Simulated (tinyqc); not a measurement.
From one set of inputs to another, one input at a time: donor in an ellipsoidal valley (Kohn-Luttinger variational method). Computed by tinyqc, a small Python program. Command: `OMP_NUM_THREADS=1 python tinyqc.py 3018912 3018913 out.jsonl kohnlutt ladder`. One thread of a shared host (Intel(R) Xeon(R) Processor @ 2.30GHz), about 0.09 s of CPU time with the checks.

H = -(d^2/dx^2 + d^2/dy^2) - gamma d^2/dz^2 - 2/r in units built on m_t, with gamma = m_t/m_l and z along the valley axis. One valley; no valley-orbit or central-cell term.

The inputs printed are set A. Set A is modelled on germanium; the values taken over come from a set modelled on GaP. Inputs not listed in the table keep their values of set A, so the rows need not describe a real material.

Inputs (values chosen for the exercise, modelled on germanium): transverse mass m_t = 0.0804 m_0; longitudinal mass m_l = 1.55 m_0; dielectric constant eps = 15.6.

Constants: Ry = 13.605693123 eV; a_0 = 0.529177210903 angstrom.

Method:
- Ry* = Ry m_t/eps^2, a* = a_0 eps/m_t, gamma = m_t/m_l.
- Trial function exp(-sqrt((x^2 + y^2)/a^2 + z^2/b^2)) with beta = b/a < 1: E = t/a^2 - u/a, t = (2 + gamma/beta^2)/3, u = 2 arcsin(sqrt(1 - beta^2))/sqrt(1 - beta^2); the best a is 2 t/u and E(beta) = -u^2/(4 t).
- Golden-section search on beta from 0.05 to 0.999, 60 steps.
- Gaussian basis: g = P exp(-al (x^2 + y^2) - be z^2) with P = 1 (s-like), z (2p0) or x (2p+-); al = 0.004 x 2.6^k, k = 0..11, and be/al = 1, gamma^(-1/2) or 1/gamma (36 functions); 1/r = (2/sqrt(pi)) int exp(-t^2 r^2) dt by 48 Gauss-Legendre points after t = sqrt(al_i + al_j) tan(theta); overlap eigenvalues below 1e-10 are dropped.

Each row keeps all changes above it:

| input moved | from | to | 1s binding energy, trial function (meV) | 2p0 binding energy (meV) | radius a of the 1s trial function (angstrom) |
|---|---|---|---|---|---|
| set A | - | - | 9.335 | 4.545 | 63.869 |
| dielectric constant eps | 15.6 | 10.9 | 19.120 | 9.309 | 44.626 |
| transverse mass m_t (m_0) | 0.0804 | 0.251 | 47.685 | 18.544 | 16.557 |
| longitudinal mass m_l (m_0) | 1.55 | 1.18 | 44.746 | 16.386 | 17.258 |

Where does the difference come from?

1s binding energy, trial function goes from 9.33 to 44.7, a factor 4.79 in all. The largest single move comes from transverse mass m_t (a factor 2.49). 2p0 binding energy goes from 4.54 to 16.4, a factor 3.61 in all. The largest single move comes from dielectric constant eps (a factor 2.05), and longitudinal mass m_l works against it (a factor 0.884). Radius a of the 1s trial function goes from 63.9 to 17.3, a factor 0.270 in all. The largest single move comes from transverse mass m_t (a factor 0.371). The single moves hold for this order of the switches; the total does not depend on the order.

Extremes, crossings and ranges named in words are read from the listed rows.
